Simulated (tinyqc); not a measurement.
Inside a calculation. Method: extended Hueckel theory, for H6. One step of it, computed by the program tinyqc.

Task: Mulliken analysis. P = C n C^T; charge = valence electrons (H 1) minus the sum of (P S)_ii on the atom; overlap population = 2 sum P_ij S_ij between two atoms.

coefficients:
```
            MO1        MO2        MO3        MO4        MO5        MO6
1H 1s  0.187947   0.367868   0.480185   0.661306  -0.735989   0.495096
2H 1s  0.275256   0.384140   0.203931  -0.423947   0.952462  -0.903280
3H 1s  0.337477   0.136613  -0.433755  -0.588659  -0.366969   1.206731
4H 1s  0.337477  -0.136613  -0.433755   0.588659  -0.366969  -1.206731
5H 1s  0.275256  -0.384140   0.203931   0.423947   0.952462   0.903280
6H 1s  0.187947  -0.367868   0.480185  -0.661306  -0.735989  -0.495096
```

occupations: 2.000000  2.000000  2.000000  0.000000  0.000000  0.000000

overlap S, lower triangle:
```
          1H 1s     2H 1s     3H 1s     4H 1s     5H 1s     6H 1s
1H 1s  1.000000
2H 1s  0.596538  1.000000
3H 1s  0.151373  0.488058  1.000000
4H 1s  0.037535  0.151126  0.595869  1.000000
5H 1s  0.005801  0.027458  0.151126  0.488058  1.000000
6H 1s  0.001060  0.005801  0.037535  0.151373  0.596538  1.000000
```

Give: charges; Overlap populations.

Result:

charges: 1H -0.1067, 2H 0.0835, 3H 0.0232, 4H 0.0232, 5H 0.0835, 6H -0.1067

Overlap populations:
```
pair      value
2-1    0.694300
3-1   -0.057279
3-2    0.111112
4-1   -0.029294
4-2   -0.029042
4-3    0.675409
5-1    0.000194
5-2   -0.003318
5-3   -0.029042
5-4    0.111112
6-1    0.000554
6-2    0.000194
6-3   -0.029294
6-4   -0.057279
6-5    0.694300
```
